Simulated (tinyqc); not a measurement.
Defect, radiative and Auger recombination at equal electron and hole densities (ABC model): sweeps and comparisons. A value that a table varies takes the place of the one given here.

J/(e d) = Ae n + B n^2 + C n^3 with Ae = A + 4 S/w (four side walls, carriers spread evenly), e = 1.602176634e-19 C, lengths in cm; internal efficiency IQE = B n^2/(Ae n + B n^2 + C n^3); all injected carriers recombine in the layer.

Values chosen for the exercise (orders of magnitude like those quoted for Si; not measured data): A = 18000 1/s (defect rate); B = 4.6e-15 cm^3/s (radiative coefficient); C = 2.3e-30 cm^6/s (Auger coefficient); S = 0 cm/s (recombination velocity of the side walls); w = 2900 micrometre (side of the square mesa); d = 110000 nm (active thickness); S2 = 7.2 cm/s (recombination velocity of the side walls in this comparison); J = 37 A/cm^2 (current density).

## Efficiency against current

The slope is d ln(B n^2)/d ln J = 2 (Ae + B n + C n^2)/(Ae + 2 B n + 3 C n^2).

Results:

| J (A/cm^2) | n (1/cm^3) | IQE | slope | differential lifetime (ns) |
|---|---|---|---|---|
| 0.0060 | 1.89e+14 | 4.83e-05 | 2.000 | 5.55e+04 |
| 0.020 | 6.30e+14 | 0.000161 | 1.999 | 5.55e+04 |
| 0.090 | 2.83e+15 | 0.000722 | 1.994 | 5.53e+04 |
| 0.30 | 9.33e+15 | 0.00235 | 1.953 | 5.35e+04 |
| 1.0 | 2.84e+16 | 0.00654 | 1.678 | 4.20e+04 |
| 6.0 | 9.09e+16 | 0.0112 | 0.987 | 1.32e+04 |
| 20 | 1.54e+17 | 0.00966 | 0.800 | 5.44e+03 |
| 90 | 2.71e+17 | 0.00662 | 0.714 | 1.89e+03 |
| 3.0e+02 | 4.13e+17 | 0.00461 | 0.688 | 834 |
| 1.0e+03 | 6.22e+17 | 0.00314 | 0.676 | 371 |

What can be read from the table?

IQE peaks at 0.0112 for J = 5.68 A/cm^2, where the slope passes 1. It is 4.83e-05 at the lowest current and 0.00314 at the highest, a droop of 72 %. The slope runs from 2.00 to 0.68; its limits are 2 (defects alone), 1 (radiation alone) and 2/3 (Auger alone).

## Shrinking the mesa

S = S2; w takes the values listed.

Results:

| w (micrometre) | Ae (1/s) | IQE_max | J at the peak (A/cm^2) | IQE at J |
|---|---|---|---|---|
| 200 | 1.94e+04 | 0.0108 | 6.37 | 0.00832 |
| 100 | 2.09e+04 | 0.0104 | 7.09 | 0.00824 |
| 50 | 2.38e+04 | 0.00974 | 8.60 | 0.00807 |
| 20 | 3.24e+04 | 0.00836 | 13.7 | 0.00758 |
| 10 | 4.68e+04 | 0.00696 | 23.7 | 0.00681 |
| 5 | 7.56e+04 | 0.00549 | 48.6 | 0.00543 |
| 2 | 1.62e+05 | 0.00375 | 152 | 0.00266 |
| 1 | 3.06e+05 | 0.00273 | 394 | 0.000964 |

What does this show?

The walls equal the bulk defect rate at w = 4 S/A = 16 micrometre. From 200 to 1 micrometre the peak efficiency falls from 0.0108 to 0.00273 and moves to a current 61.9 times higher; at the fixed J the efficiency goes from 0.00832 to 0.000964. For large w diffusion to the walls, left out here, would limit the loss. Rows with w below the thickness of the layer describe needles rather than mesas and are formal.

## Spreading the carriers over a thicker layer

d is multiplied by the factor listed, at the same J.

Results:

| factor | n (1/cm^3) | defect | radiative | Auger |
|---|---|---|---|---|
| 0.10 | 4.44e+17 | 0.0381 | 0.00432 | 0.958 |
| 0.20 | 3.49e+17 | 0.0599 | 0.00535 | 0.935 |
| 0.50 | 2.53e+17 | 0.108 | 0.00700 | 0.885 |
| 1.0 | 1.96e+17 | 0.168 | 0.00841 | 0.824 |
| 2.0 | 1.50e+17 | 0.257 | 0.00981 | 0.734 |
| 5.0 | 1.01e+17 | 0.431 | 0.0111 | 0.558 |
| 10 | 7.05e+16 | 0.605 | 0.0109 | 0.384 |
| 20 | 4.56e+16 | 0.783 | 0.00913 | 0.208 |

What can be read from the table?

The best factor listed is 5 (IQE 0.0111); the optimum factor equals J/J_peak = 6.52, a layer of 7.17e+05 nm, since only J/d matters and the peak value 0.0112 does not depend on d. A thicker layer trades Auger loss (0.958 to 0.208) for defect loss (0.0381 to 0.783).

## What moves the efficiency

IQE_max = Q/(Q + 2) with Q = B/sqrt(Ae C), reached at n = sqrt(Ae/C). Each row changes one parameter from the base and keeps the others.

Results:

| case | n (1/cm^3) | IQE | IQE_max | J at the peak (A/cm^2) |
|---|---|---|---|---|
| base | 1.959e+17 | 0.008409 | 0.01118 | 5.68 |
| A = 36000 1/s | 1.836e+17 | 0.007384 | 0.007930 | 16.0 |
| B = 6.9e-15 cm^3/s | 1.956e+17 | 0.01257 | 0.01667 | 5.71 |
| C = 4.6e-30 cm^6/s | 1.577e+17 | 0.005449 | 0.007930 | 4.00 |
| d = 220000 nm | 1.496e+17 | 0.009808 | 0.01118 | 11.4 |
| J = 111 A/cm^2 | 2.921e+17 | 0.006232 | 0.01118 | 5.68 |

What can be read from the table?

The largest shifts from the base row, up to three for each result and ties (the steps differ in size, so this ranks the rows, not the parameters). n (1/cm^3): J +9.62e+16, d -4.63e+16, C -3.82e+16. IQE: B +0.00416, C -0.00296, J -0.00218. IQE_max: B +0.00550, A -0.00325, C -0.00325; unchanged at the printed digits by d and J. J at the peak (A/cm^2): A +10.3, d +5.68, C -1.68; unchanged at the printed digits by J.

Run: tinyqc, `OMP_NUM_THREADS=1 python tinyqc.py 1652229 1652230 out.jsonl`; Intel(R) Xeon(R) Processor @ 2.30GHz, one thread, shared host; about 0.01 s of CPU time with all checks.
